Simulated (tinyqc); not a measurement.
Thermal boundary conductance by the acoustic and diffuse mismatch models: one step, computed by the program tinyqc.

Each side has one longitudinal and two transverse Debye branches, omega = v q up to q_D = (6 pi^2 n)^(1/3), with n counting all atoms. Scattering at the interface is elastic. Electrons are left out of G, also for metals. Melting is ignored. G refers to the temperatures of the phonons sent towards the interface. Linear branches over all atoms overstate G at high T, most for crystals with several atoms a cell.

Task: Boundary conductance. G = (k_B^4 T^3/(8 pi^2 hbar^3)) int W(x) x^4 e^x/(e^x - 1)^2 dx, x = hbar omega/(k_B T). Acoustic mismatch: W = sum over the three branches of alpha(1 to 2)/v_1^2, each up to the lower of its two cut-offs. Diffuse mismatch: W = S_1 S_2/(S_1 + S_2), where S_i sums 1/v^2 over the branches of side i still below their cut-off. Radiation limit: W = min(S_1, S_2). The integral is split at the four cut-offs (64 Gauss-Legendre points a piece, x at most 45). Boundary resistance R = 1/G and Kapitza length kappa_2/G use the diffuse value.

Inputs (values chosen for the exercise, modelled on silicon carbide (side 1) and tungsten (side 2)): conductivity kappa_2 = 168 W/(m K); temperature T = 77 K.

Structure: film on a substrate.

Branches:
```
branch     v (m/s)  cut-off (K)  Z (1e6 kg/(m^2 s))
L, side 1    12200     1675.741             40.1380
T, side 1     7590     1042.531             24.9711
L, side 2     5110      605.356             99.1340
T, side 2     2920      345.918             56.6480
```

Transmission:
```
branch  t at normal incidence  largest angle from side 1 (deg)  alpha, 1 to 2  alpha, 2 to 1
L                   0.8205607                               90      0.9051540      0.1587979
T                   0.8493734                               90      0.6864836      0.1016044
```

Constants: k_B = 1.380649e-23 J/K; hbar = 1.054571817e-34 J s.

Give: G, acoustic mismatch; G, diffuse mismatch; G, radiation limit; boundary resistance R; Kapitza length in side 2.

Result:

G, acoustic mismatch = 81.35 MW/(m^2 K)

G, diffuse mismatch = 121.1 MW/(m^2 K)

G, radiation limit = 167.8 MW/(m^2 K)

boundary resistance R = 8.261 m^2 K/GW

Kapitza length in side 2 = 1388 nm

The diffuse value is 1.49 times the acoustic one and 72 % of the radiation limit. Diffuse scattering raises G here: it ignores the impedance mismatch and lets phonons change direction and branch. Caution: kappa_2 is of room-temperature size, so the Kapitza length is only nominal at this T.
